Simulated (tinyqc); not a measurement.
Two-junction solar cell, detailed-balance limit: effect of the gap of the bottom cell.

The top cell takes all photons above E1, the bottom cell those between E2 and E1. Each cell follows J = Jsc - J0 (exp(V/Vt) - 1) with J0 = q ge Phi(gap, T)/ERE; light emitted by one cell and absorbed by the other is left out. In series both carry one current; wired apart (four terminals) each works at its own maximum power point. Efficiencies are counted against Pin = fs X sigma Ts^4.

Photon flux above E from a black body at temperature T into a hemisphere: Phi(E, T) = A sum_k exp(-k E/th)[E^2 th/k + 2 E th^2/k^2 + 2 th^3/k^3], k = 1, 2, ..., with th = kB T/q in eV and A = 2 pi q^3/(h^3 c^2). J1 = q fs X Phi(E1, Ts), J2 = q fs X [Phi(E2, Ts) - Phi(E1, Ts)], J01 and J02 as above; sigma = 2 pi^5 kB^4/(15 h^3 c^2). In series V(J) = Vt [ln((J1 - J)/J01 + 1) + ln((J2 - J)/J02 + 1)], and J V(J) is largest where V = J Vt [1/(J1 - J + J01) + 1/(J2 - J + J02)]. Apart, each cell has (1 + v) exp(v) = 1 + Jsc/J0 at its maximum power point, v = Vmp/Vt.

Inputs (values chosen for the exercise): cell temperature T = 320 K; temperature of the black-body sun Ts = 6000 K; share of the hemisphere filled by the sun fs = 2.16e-5; concentration X = 1; external radiative efficiency ERE = 0.3; number of faces that emit ge = 1; gap of the top cell E1 = 1.58 eV.

Constants: q = 1.602176634e-19 C, kB = 1.380649e-23 J/K, h = 6.62607015e-34 J s, c = 299792458 m/s, Vt = kB T/q. Results are converted to the units shown.

The same in every row: J1 (mA/cm^2) = 39.536.

Result of one run:

| J2 (mA/cm^2) | series efficiency (%) | four-terminal efficiency (%) |
|---|---|---|
| 58.287 | 33.730 | 34.608 |

Which gap of the bottom cell E2 gave this result: 0.5, 0.75, 1, 1.13 or 1.25 eV?

E2 = 0.5 eV.

The whole series:

| E2 (eV) | J2 (mA/cm^2) | series efficiency (%) | four-terminal efficiency (%) |
|---|---|---|---|
| 0.5 | 58.287 | 33.730 | 34.608 |
| 0.63 | 51.143 | 36.301 | 37.136 |
| 0.75 | 44.169 | 38.448 | 38.673 |
| 0.88 | 36.482 | 37.941 | 39.373 |
| 1 | 29.459 | 33.124 | 39.124 |
| 1.13 | 22.096 | 26.627 | 37.944 |
| 1.25 | 15.633 | 19.941 | 36.100 |
| 1.38 | 9.0759 | 12.233 | 33.405 |

As E2 goes from 0.5 to 1.38 eV, the series efficiency goes from 33.7 through a maximum of 38.4 (at E2 = 0.75 eV among the rows listed) to 12.2 %, and the four-terminal one goes from 34.6 through a maximum of 39.4 (at E2 = 0.88 eV among the rows listed) to 33.4 %. Among the rows the two lie closest, 0.23 points apart, at E2 = 0.75 eV, where J1/J2 = 0.895; the spread over the rows is 26.2 points in series and 5.97 apart. Current matching makes the series cell the more sensitive one. For E2 = 1 to 1.38 eV the top cell has surplus current and is radiative, so luminescent coupling, left out here, would help the series cell.

Numbers from tinyqc (`OMP_NUM_THREADS=1 python tinyqc.py 2820035 2820036 out.jsonl`; about 0.01 s on one thread of a shared Intel Xeon 2.30GHz).
